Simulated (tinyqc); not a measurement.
Worked calculation: adsorption as a lattice gas: isotherms with interactions, competition, desorption peaks and saturation dose. Computed by tinyqc, a small Python program that keeps every step. Command: `OMP_NUM_THREADS=1 python tinyqc.py 3006873 3006874 out.jsonl adsorb walk`. One thread of a shared host (Intel(R) Xeon(R) Processor @ 2.30GHz), about 0.2 s of CPU time with the checks. Intermediate numbers are printed to about 5 digits and carried at full precision; extremes and crossings named in words are read from the listed rows.

One adsorbate per site; a molecule needs 1 empty site. Gas and surface have the same temperature.

Inputs (values chosen for the exercise, for a model surface):
```
quantity                                          value    unit
desorption energy E                               0.894      eV
prefactor nu                                    5.6e+14     1/s
pair energy w (positive repels)                   0.055      eV
neighbours z                                          4       -
site density N_s                                    9.5  1/nm^2
molecular mass M                                   47.4       u
sticking coefficient s0                           0.033       -
temperature T                                       368       K
pressure p                                          3.4      Pa
blocking by a second gas, K_B p_B                  0.47       -
heating rate beta                                    19     K/s
aspect ratio a (depth over diameter) of a hole        5       -
```

Adsorption: molecular (first order).

Constants: u = 1.6605390666e-27 kg; k_B = 1.380649e-23 J/K; k_B = 8.617333262e-05 eV/K.

## Flux and the Langmuir coverage

Flux F = p/sqrt(2 pi M k_B T); k_d = nu exp(-E/(k_B T)); s0 F (1 - theta) = N_s k_d theta, so y = s0 F/(N_s k_d), theta = y/(1 + y). With a second gas on the same sites theta = y/(1 + y + K_B p_B).

flux F = 67828 1/(nm^2 s)

k_d = 319.75 1/s

y = 0.73686

Langmuir coverage = 0.42425

coverage with the second gas = 0.33390

## Coverage with interactions

With u = w/(k_B T). Mean field: theta/(1 - theta) = y exp(-z u theta). Quasi-chemical: theta/(1 - theta) = y [(r - 1 + 2 theta)(1 - theta)/((r + 1 - 2 theta) theta)]^(-z/2) exp(-z u/2), r = sqrt(1 - 4 theta (1 - theta)(1 - exp(-u))).

u = 1.7344

coverage, mean field = 0.17725

coverage, quasi-chemical = 0.21788

Repulsion lowers the coverage from 0.4242. Both theories put half coverage at ln y = z u/2 = 3.469; here ln y = -0.305. Caution: for z u near 4 or above (near 8 on the triangular lattice, z = 6) mean field itself predicts sublattice order near half coverage (the exact threshold is higher); both uniform formulas leave ordering out.

## Isotherms

The formulas are those given above.

Coverage; the first column is ln y - z u/2:
```
ln y - z u/2  no interaction  mean field  quasi-chemical
-5.0                 0.17781     0.09847         0.11986
-3.0                 0.61509     0.23650         0.28265
-2.0                 0.81287     0.32022         0.36123
-1.0                 0.92192     0.40895         0.43276
-0.5                 0.95114     0.45433         0.46666
0.0                  0.96979     0.50000         0.50000
0.5                  0.98145     0.54567         0.53334
1.0                  0.98867     0.59105         0.56724
2.0                  0.99580     0.67978         0.63877
3.0                  0.99845     0.76350         0.71735
5.0                  0.99979     0.90153         0.88014
```

At half coverage the slope d theta/d ln y is 1/4 without interaction, 1/(4 + z u) = 0.091 in mean field and 0.066 in the pair theory, 1/[4 + 2 z (exp(u/2) - 1)]. Repulsion spreads the filling over a wider range of pressure; the two theories differ by at most 0.046 in these rows.

## Desorption peak without interaction

The peak obeys E/(k_B T_p^2) = (nu/beta) exp(-E/(k_B T_p)) exactly. Redhead's shortcut, with the constant 3.46 (3.64 is also in use), reads E back as k_B T_p [ln(nu' T_p/beta) - 3.46], nu' = nu.

peak temperature T_p = 311.98 K

E by Redhead's shortcut = 0.89519 eV

The shortcut misses by +0.13 %, since 3.46 stands for ln(E/(k_B T_p)) = 3.50. A prefactor wrong by a factor 100 would shift E by 0.124 eV.

## Peak against initial coverage

Heating at the rate beta: d theta/dT = -(nu/beta) theta^1 exp(-[E - z w theta]/(k_B T)). Integrated numerically (relative tolerance 1e-9); T_p is the maximum of the rate.

Peak temperatures (K):
```
theta_0   w = 0  with w
0.1      311.98  306.19
0.3      311.98  294.07
0.5      311.98  281.23
0.7      311.98  267.76
0.9      311.98  253.75
```

Without interaction the peak does not move; with w it moves by -52.4 K, so repulsion in first order mimics second-order kinetics.

## Dose to saturate, flat and in a hole

Without desorption or interaction, 99 % coverage needs the time (N_s/(s0 F)) ln 100. For a round hole of aspect ratio a in molecular flow with unit sticking (Gordon), the time is N_s/F x [1 + (19/4) a + (3/2) a^2]. The larger of the two times is a rough guide.

time on a flat surface = 0.019545 s

time for the hole = 0.0087187 s

Transport and reaction are comparable. Caution: with k_d = nu exp(-E/(k_B T)) of these inputs desorption is not negligible over the time on a flat surface, so without interaction 99 % coverage is not reached.

Checks made by the program: quasi-chemical form at low coverage and at the symmetry point (relative difference 1e-07); T_p against the integrated rate equation (relative difference 2e-09).
